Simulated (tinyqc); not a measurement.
Pair-potential crystal by lattice sums: one step, computed by the program tinyqc.

Energy per atom E = (1/2) sum over neighbours of phi(r); d is the nearest-neighbour distance.

Problem. Energy and virial pressure. E = (1/2) sum count x phi; P = -(1/(6 Omega)) sum count x r phi', Omega = 1.000000 d^3.

Inputs (values chosen for the exercise, for model atoms): pair minimum r0 = 2.99 angstrom; trial neighbour distance d/r0 = 0.923.

Potential: Morse. Structure: sc.

Shells:
```
shell,count,r (angstrom),phi (eV),phi' (eV/angstrom),phi'' (eV/angstrom^2)
1,6,2.759770,-0.2691248,-0.5583411,3.667098
2,12,3.902904,-0.1433825,0.1875093,-0.180474
3,8,4.780062,-0.0398519,0.0634203,-0.088924
4,6,5.519540,-0.0111126,0.0211186,-0.033281
5,24,6.171033,-0.0026710,0.0069547,-0.013159
6,24,6.760028,-0.0003259,0.0017427,-0.005592
```

Constants: 1 eV/angstrom^3 = 160.2176634 GPa.

Give: energy at the trial distance; pressure at the trial distance.

Solution.

energy at the trial distance = -1.896 eV/atom

pressure at the trial distance = -5.049 GPa

The pressure is negative, so the lattice wants to contract.
